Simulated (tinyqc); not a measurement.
# Resistance of a source-drain extension with a graded tip: abruptness at a fixed junction position

y runs along the channel, the gate covers y > 0. The doping is N0 for y < y0 and N0 10^(-(y - y0)/la) beyond, uniform over the depth xj. Sheet conductance s(y) = q mu(N) max(N - Nch, 0) xj + (for y > 0) ma Cox Vo, with mu(N) = u0 + (u1 - u0)/(1 + (N/Nr)^au) and Cox = eps0 eox/tox. Current is taken as one-dimensional; depletion of the tip, spreading and the contact are left out. The metallurgical junction lies at yj, where N = Nch.

R_spacer = integral of dy/s from -Ls to 0, R_ov from 0 to yj, R_channel = (Lg - 2 yj)/(ma Cox Vo), R_total = 2 R_spacer + 2 R_ov + R_channel. Electrical length L_eff = ma Cox dR_total/d(1/Vo); R_series = R_total - L_eff/(ma Cox Vo). y0 is moved with la so that yj stays at 13.638 nm.

Values chosen for this exercise; mobility law close to that of electrons in silicon: relative permittivity of the gate insulator (close to silicon dioxide) eox = 3.9; insulator thickness tox = 3.1 nm; active doping of the extension far from the gate N0 = 5.7e19 cm^-3; depth of the extension xj = 13 nm; channel doping Nch = 5.6e17 cm^-3; spacer length Ls = 7 nm; gate overdrive Vo = 0.78 V; mobility of the gate-induced layer ma = 180 cm^2/(V s); mobility at low doping u1 = 1414 cm^2/(V s); mobility at high doping u0 = 68.5 cm^2/(V s); reference doping Nr = 9.2e16 cm^-3; exponent au = 0.711; gate length Lg = 40 nm.

Constants: q = 1.602176634e-19 C, eps0 = 8.8541878128e-14 F/cm where lengths are in cm. Results are converted to the units shown.

The same in every row: yj (nm) = 13.64; R_channel (ohm um) = 81.35.

Result of one run:
```
la (nm/decade),R_spacer (ohm um),R_ov (ohm um),R_total (ohm um),L_eff (nm),R_series (ohm um)
1,7.237,17.15,130.1,14.55,37.08
```

What becomes of these results when the lateral abruptness la is changed from 1 to 3.5 nm/decade, all else the same?

Result of the changed run:
```
la (nm/decade),R_spacer (ohm um),R_ov (ohm um),R_total (ohm um),L_eff (nm),R_series (ohm um)
3.5,7.237,29.67,155.2,17.80,41.34
```

The whole series:
```
la (nm/decade),R_spacer (ohm um),R_ov (ohm um),R_total (ohm um),L_eff (nm),R_series (ohm um)
1,7.237,17.15,130.1,14.55,37.08
2.2,7.237,23.16,142.1,16.11,39.12
3.5,7.237,29.67,155.2,17.80,41.34
4.7,7.237,35.68,167.2,19.36,43.39
5.9,7.237,41.69,179.2,20.92,45.43
7.1,7.297,47.66,191.3,22.48,47.54
8.4,8.930,53.07,205.4,24.05,51.61
9.6,12.43,56.96,220.1,25.32,58.25
```

As la goes from 1 to 9.6 nm/decade, R_total rises from 130 to 220 ohm um, R_spacer rises from 7.24 to 12.4 ohm um and R_ov rises from 17.1 to 57.0 ohm um. R_total changes on average by 10.5 ohm um for each nm/decade. L_eff exceeds the metallurgical length by 1.83 nm in the first row and 12.6 nm in the last, since the gate also controls the lightly doped tips.

Computed by the program tinyqc: `OMP_NUM_THREADS=1 python tinyqc.py 2282019 2282020 out.jsonl`, one thread of a shared Intel Xeon 2.30GHz, about 0.04 s for the whole run.
